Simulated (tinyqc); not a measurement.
Bond-orbital model of a tetrahedral semiconductor (Harrison's universal couplings): one step. Band edges at Gamma. Four cases, with inputs chosen for the exercise.

Question. Ev is the lower root of [[epa, Exx], [Exx, epc]] and the s-like conduction level the upper root of [[esa, Ess], [Ess, esc]], with Exx = 1.28 u and Ess = 5.28 u, u = hbar^2/(m d^2).

Give: Exx, Ess; Ev; s-like conduction level; E0 gap.

Case 1.

Values chosen (near tabulated values for AlN; the model gives trends, and its gaps can be far from the real ones; shifted at random, so the results belong to these values and not to a real crystal): esc = -10.74 eV (s level, cation); epc = -5.64 eV (p level, cation); esa = -26.55 eV (s level, anion); epa = -13.95 eV (p level, anion).

hbar^2/(m d^2) = 2.133189 eV

Answer.

Exx, Ess (eV): [2.7305, 11.2632]

Ev = -14.767 eV
s-like conduction level = -4.885 eV
E0 gap = 9.882 eV

Case 2.

Values chosen (near tabulated values for diamond; the model gives trends, and its gaps can be far from the real ones; shifted at random, so the results belong to these values and not to a real crystal): esc = -19.48 eV (s level, cation); epc = -10.91 eV (p level, cation); esa = -19.48 eV (s level, anion); epa = -10.91 eV (p level, anion).

hbar^2/(m d^2) = 3.213006 eV

Answer.

Exx, Ess (eV): [4.1126, 16.9647]

Ev = -15.023 eV
s-like conduction level = -2.515 eV
E0 gap = 12.507 eV

Case 3.

Values chosen (near tabulated values for AlN; the model gives trends, and its gaps can be far from the real ones; shifted at random, so the results belong to these values and not to a real crystal): esc = -10.64 eV (s level, cation); epc = -5.7 eV (p level, cation); esa = -25.99 eV (s level, anion); epa = -13.97 eV (p level, anion).

hbar^2/(m d^2) = 2.133189 eV

Answer.

Exx, Ess (eV): [2.7305, 11.2632]

Ev = -14.790 eV
s-like conduction level = -4.685 eV
E0 gap = 10.105 eV

Case 4.

Values chosen (near tabulated values for Ge; the model gives trends, and its gaps can be far from the real ones; shifted at random, so the results belong to these values and not to a real crystal): esc = -15.11 eV (s level, cation); epc = -7.44 eV (p level, cation); esa = -15.11 eV (s level, anion); epa = -7.44 eV (p level, anion).

hbar^2/(m d^2) = 1.279892 eV

Answer.

Exx, Ess (eV): [1.6383, 6.7578]

Ev = -9.078 eV
s-like conduction level = -8.352 eV
E0 gap = 0.726 eV

Universal couplings give the trend of E0 from compound to compound, not its value; it can miss by several eV and by a factor of two or more, and spin-orbit coupling is left out.

Computed by tinyqc, one run a case: `OMP_NUM_THREADS=1 python tinyqc.py N N+1 out.jsonl` with N = 1480124, 1480342, 1480493, 1480612; one thread of a shared Intel(R) Xeon(R) Processor @ 2.30GHz, about 0.01 s a run at most.
